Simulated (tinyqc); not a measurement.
Band edges of strained Si(1-x)Ge(x) on relaxed Si(1-y)Ge(y): sweeps and comparisons. A value that a table varies takes the place of the one given here.

Values are linear in the Ge fraction but for ED(x) = linear - CD x (1 - x) and a(x) = linear - Ca x (1 - x). Energies are on the common scale of Ev.

Coherent growth on a (111) face: e_par = (a(y) - a(x))/a(x), e_perp = -(2 C11 + 4 C12 - 4 C44)/(C11 + 2 C12 + 4 C44) e_par; exx = eyy = ezz = (2 e_par + e_perp)/3 and exy = eyz = ezx = (e_perp - e_par)/3.

A valley with unit axis u lies at Ev + gap + (av + a_valley) tr(e) + Xu (u.e.u - tr(e)/3); the Delta axes are x, y, z and the L axes [111], [1-1-1], [-11-1], [-1-11]. The second-order shift of the Delta valleys under shear is left out; it lowers the pair normal to the sheared plane by tens of meV at a shear of 1 %.

Valence edges: Ev plus the levels of the 6 x 6 matrix of X, Y, Z times spin with -Dso/3 + l exx + m (eyy + ezz) on the diagonal (cyclic), n exy off it, l = av + 2 b, m = av - b, n = sqrt(3) d. Spin-orbit term (Dso/3) L.sigma on X, Y, Z with (L_k)_ij = -i epsilon_kij: <X+|H|Y+> = -i Dso/3, <X+|H|Z-> = Dso/3, <Y+|H|Z-> = -i Dso/3, <Z+|H|X-> = -Dso/3, <Z+|H|Y-> = i Dso/3, <X-|H|Y-> = i Dso/3, and their conjugates; + and - are the spin along z.

Coherent growth: e_par = (a(y) - a(x))/a(x). (001): e_perp = -2 (C12/C11) e_par; exx = eyy = e_par, ezz = e_perp, no shear. (111): e_perp = -(2 C11 + 4 C12 - 4 C44)/(C11 + 2 C12 + 4 C44) e_par; exx = eyy = ezz = (2 e_par + e_perp)/3 and exy = eyz = ezx = (e_perp - e_par)/3. (110): e_perp = -(C11 + 3 C12 - 2 C44)/(C11 + C12 + 2 C44) e_par; exx = eyy = (e_par + e_perp)/2, ezz = e_par, exy = (e_perp - e_par)/2, eyz = ezx = 0.

Values chosen for the exercise (end members near Si and Ge, in this order; the results hold for these values, not for the real material): a = (5.432, 5.655) angstrom (lattice constant); Dso = (0.044, 0.291) eV (spin-orbit splitting); av = (2.44, 1.25) eV (valence hydrostatic potential); b = (-2.07, -2.58) eV (tetragonal shear potential); d = (-4.75, -5.32) eV (trigonal shear potential); C11 = (167.1, 130) GPa; C12 = (63.3, 47.7) GPa; C44 = (79.7, 66.1) GPa; Ev = (0, 0.72) eV (top of the unstrained valence band); ED = (1.151, 0.927) eV (gap to the Delta valleys); EL = (2.032, 0.747) eV (gap to the L valleys); aD = (1.63, 1.34) eV (hydrostatic potential of the Delta gap); aL = (-2.98, -2.78) eV (hydrostatic potential of the L gap); XuD = (9.32, 9.36) eV (uniaxial potential, Delta); XuL = (16.7, 15.51) eV (uniaxial potential, L); CD = 0.2 eV (bowing of the Delta gap); Ca = 0 angstrom (bowing of the lattice constant); face = 111 (growth face); y = 0.55 (Ge fraction of the relaxed buffer); x = 0.6 (Ge fraction of the layer).

## Composition of the layer

The buffer is kept. dEc = Ec(buffer) - Ec(layer), dEv = Ev(layer) - Ev(buffer); buffer edges Ev(y) and Ev(y) + min(ED, EL). The digit behind Delta or L counts whole valleys.

Results:

| x | e_par (%) | lowest valleys | gap (eV) | next valleys above (meV) | valence splitting (meV) | dEc (eV) | dEv (eV) |
|---|---|---|---|---|---|---|---|
| 0.00 | 2.26 | Delta6 | 1.043 | 357 | 254 | 0.080 | -0.145 |
| 0.14 | 1.67 | Delta6 | 1.024 | 373 | 180 | 0.077 | -0.122 |
| 0.29 | 1.05 | Delta6 | 1.008 | 376 | 106 | 0.060 | -0.089 |
| 0.43 | 0.48 | Delta6 | 0.993 | 366 | 44 | 0.033 | -0.047 |
| 0.57 | -0.08 | Delta6 | 0.969 | 327 | 7 | -0.006 | 0.015 |
| 0.71 | -0.64 | Delta6 | 0.910 | 181 | 46 | -0.057 | 0.126 |
| 0.86 | -1.23 | Delta6 | 0.855 | 16 | 80 | -0.124 | 0.247 |
| 1.00 | -1.77 | L3 | 0.667 | 146 | 107 | -0.052 | 0.363 |

The gap is 1.043 eV in the first row and 0.667 eV in the last. The lowest valleys change: Delta6 to L3 between x = 0.86 and 1.00. Per 0.1 of x the valence offset moves by +51 meV on average; the conduction offset lies between -124 and +80 meV, not monotonically. Electrons and holes sit on opposite sides in every row (type II). Offsets below about 30 meV are within the spread of parameter sets, so those rows do not settle the type. Strains above 2 % can be kept only in layers of a few nanometres.

## Composition of the buffer

The layer is kept. dEc = Ec(buffer) - Ec(layer), dEv = Ev(layer) - Ev(buffer); buffer edges Ev(y) and Ev(y) + min(ED, EL). The digit behind Delta or L counts whole valleys.

Results:

| y | e_par (%) | lowest valleys | gap (eV) | next valleys above (meV) | valence splitting (meV) | dEc (eV) | dEv (eV) |
|---|---|---|---|---|---|---|---|
| 0.05 | -2.20 | Delta6 | 0.826 | 334 | 94 | -0.123 | 0.427 |
| 0.19 | -1.64 | Delta6 | 0.863 | 323 | 84 | -0.103 | 0.318 |
| 0.32 | -1.12 | Delta6 | 0.896 | 313 | 68 | -0.078 | 0.217 |
| 0.46 | -0.56 | Delta6 | 0.932 | 303 | 40 | -0.043 | 0.109 |
| 0.73 | 0.52 | Delta6 | 0.955 | 178 | 47 | 0.047 | -0.053 |
| 0.86 | 1.04 | Delta6 | 0.935 | 65 | 101 | 0.093 | -0.101 |
| 1.00 | 1.60 | L1 | 0.851 | 58 | 163 | 0.043 | -0.147 |

The gap is 0.826 eV in the first row and 0.851 eV in the last, with its largest listed value, 0.955 eV, at y = 0.73: it peaks near the match y = x, since strain of either sign narrows it. The lowest valleys change: Delta6 to L1 between y = 0.86 and 1.00. Per 0.1 of y the valence offset moves by -60 meV on average; the conduction offset lies between -123 and +93 meV, not monotonically. Electrons and holes sit on opposite sides in every row (type II). Strains above 2 % can be kept only in layers of a few nanometres.

## The same layer on three faces

dEc = Ec(buffer) - Ec(layer), dEv = Ev(layer) - Ev(buffer); buffer edges Ev(y) and Ev(y) + min(ED, EL). The digit behind Delta or L counts whole valleys.

Results:

| face | e_par (%) | lowest valleys | gap (eV) | next valleys above (meV) | valence splitting (meV) | dEc (eV) | dEv (eV) | Delta spread (meV) | L spread (meV) |
|---|---|---|---|---|---|---|---|---|---|
| (001) | -0.20 | Delta4 | 0.946 | 33 | 16 | -0.007 | 0.040 | 33 | 0 |
| (111) | -0.20 | Delta6 | 0.956 | 296 | 16 | -0.016 | 0.039 | 0 | 40 |
| (110) | -0.20 | Delta2 | 0.947 | 14 | 16 | -0.007 | 0.039 | 14 | 32 |

On (001) only the Delta valleys split (33 meV), on (111) only the L valleys (40 meV), on (110) both (14 and 32 meV). The lowest valleys are Delta4 on (001), Delta6 on (111) and Delta2 on (110); the smallest gap is 0.946 eV on (001) and the largest 0.956 eV on (111).

## What each parameter does

dEc = Ec(buffer) - Ec(layer), dEv = Ev(layer) - Ev(buffer); buffer edges Ev(y) and Ev(y) + min(ED, EL). Each row changes one parameter from the base and keeps the others.

Results:

| case | gap (eV) | valence splitting (meV) | dEc (eV) | dEv (eV) |
|---|---|---|---|---|
| base | 0.9557 | 15.8 | -0.0161 | 0.0388 |
| x = 0.63 | 0.9426 | 24.7 | -0.0265 | 0.0622 |
| y = 0.58 | 0.9634 | 6.5 | -0.0066 | 0.0155 |
| CD = 0.25 eV | 0.9437 | 15.8 | -0.0165 | 0.0388 |
| b = (-2.38, -2.967) eV | 0.9557 | 15.8 | -0.0161 | 0.0388 |
| Dso = (0.051, 0.335) eV | 0.9557 | 15.9 | -0.0161 | 0.0388 |
| XuL = (19.205, 17.836) eV | 0.9557 | 15.8 | -0.0161 | 0.0388 |
| Ev = (0, 0.828) eV | 0.9557 | 15.8 | -0.0215 | 0.0442 |
| XuD = (10.718, 10.764) eV | 0.9557 | 15.8 | -0.0161 | 0.0388 |

The largest shifts from the base row, up to three for each result and ties (the steps differ in size, so this ranks the rows, not the parameters). gap (eV): x -0.0131, CD -0.0120, y +0.0078; unchanged at the printed digits by b, Dso, XuL, Ev and XuD. valence splitting (meV): y -9.3, x +8.8, Dso +0.1; unchanged at the printed digits by CD, b, XuL, Ev and XuD. dEc (eV): x -0.0104, y +0.0096, Ev -0.0054; unchanged at the printed digits by b, Dso, XuL and XuD. dEv (eV): x +0.0235, y -0.0233, Ev +0.0054; unchanged at the printed digits by CD, b, Dso, XuL and XuD. The lowest valleys of the layer are Delta6, so among the conduction-band potentials only those of that family reach the gap and dEc; the buffer is unstrained. A shift large enough to swap the lowest family would change that.

Computed by tinyqc, a small Python program: `OMP_NUM_THREADS=1 python tinyqc.py 1081173 1081174 out.jsonl` (the numbers bound the seed that draws the inputs); one thread of a shared host (Intel(R) Xeon(R) Processor @ 2.30GHz), about 0.02 s for the whole set of steps.
